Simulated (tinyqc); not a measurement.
Schottky barriers and band offsets from neutrality levels: one step. The density of gap states that S implies. Three cases, with inputs chosen for the exercise.

Question. S and PhiN are those of material 1, from the metal contact. In the picture of a dipole layer, S = 1/(1 + 4 pi (e^2/4 pi eps0) D dl/ei) with D states per area and energy. The charge in the gap states is D (WM - PhiN) S electrons missing per area, and the dipole step is (1 - S)(WM - PhiN). 1 angstrom^-2 = 1e16 cm^-2.

Constants: e^2/(4 pi eps0) = 14.39964547 eV angstrom.

Case 1.

Values chosen:
- WM = 4.64 eV (work function of a metal)
- dl = 4.3 angstrom (width of the interface dipole layer)
- ei = 1.5 (its dielectric constant)

S = 0.082152
PhiN = 4.76000 eV

Case 2.

Values chosen:
- WM = 4.27 eV (work function of a metal)
- dl = 2 angstrom (width of the interface dipole layer)
- ei = 2 (its dielectric constant)

S = 0.075572
PhiN = 4.83000 eV

Case 3.

Values chosen:
- WM = 4.75 eV (work function of a metal)
- dl = 3.4 angstrom (width of the interface dipole layer)
- ei = 1 (its dielectric constant)

S = 0.110765
PhiN = 5.02000 eV

Give: D; electrons missing from the gap states (negative: in excess); dipole step.

Answer.

Case 1.

D = 2.154e+14 1/(cm^2 eV)
electrons missing from the gap states (negative: in excess) = -2.12e+12 cm^-2
dipole step = -0.110 eV

A surface holds about 1e15 atoms per cm^2, so 0.2 % of an electron per atom makes this step.

Case 2.

D = 6.760e+14 1/(cm^2 eV)
electrons missing from the gap states (negative: in excess) = -2.86e+13 cm^-2
dipole step = -0.518 eV

A surface holds about 1e15 atoms per cm^2, so 2.9 % of an electron per atom makes this step.

Case 3.

D = 1.305e+14 1/(cm^2 eV)
electrons missing from the gap states (negative: in excess) = -3.90e+12 cm^-2
dipole step = -0.240 eV

A surface holds about 1e15 atoms per cm^2, so 0.4 % of an electron per atom makes this step.

Computed by tinyqc, one run a case: `OMP_NUM_THREADS=1 python tinyqc.py N N+1 out.jsonl` with N = 1880559, 1880868, 1880916; one thread of a shared Intel(R) Xeon(R) Processor @ 2.30GHz, about 0.01 s a run at most.
